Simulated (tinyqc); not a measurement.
Hopping conduction between localised states: one step, computed by the program tinyqc.

Energies are counted from the Fermi level. A small network shows the mechanism; the laws of an infinite system follow.

Problem. Total conductivity. Mott: T_M = 13.8/(k_B g_0 xi^2), exponent (T_M/T)^(1/3), mean hop r = (1/3) xi times the exponent. Efros-Shklovskii: T_ES = 6.5 e^2/(4 pi eps eps_0 k_B xi), exponent (T_ES/T)^(1/2). Coulomb gap width g_0 (e^2/(4 pi eps eps_0))^2. The numerical coefficients come from percolation theory and are given. sigma = s_1 exp(-E_a/k_B T) + s_2 exp(-larger of the two exponents); reduced activation energy w = d ln(sigma)/d ln(T) by a central difference of +/- 1 %.

Inputs (values chosen for the exercise, for a model impurity band):
```
quantity                                    value          unit
localisation length xi                        4.4            nm
density of states g_0                     1.2e+12   1/(eV cm^2)
permittivity eps                              6.9             -
activation energy E_a to extended states     0.18            eV
prefactor of activated conduction             520  microsiemens
prefactor of hopping                        0.028  microsiemens
temperature T                                  49             K
```

Dimension: 2D.

Constants: k_B = 8.617333262e-05 eV/K; e^2/(4 pi eps_0) = 14.39964548 eV angstrom.

Give: activated part; hopping part; conductivity; reduced activation energy w.

Solution.

activated part = 1.5942e-16 microsiemens

hopping part = 9.1874e-13 microsiemens

conductivity = 9.1890e-13 microsiemens

reduced activation energy w = 8.0530

Hopping carries 100 %. For sigma = s exp(-(T_0/T)^p), w = p (T_0/T)^p, so the slope of ln w against ln T gives -p.
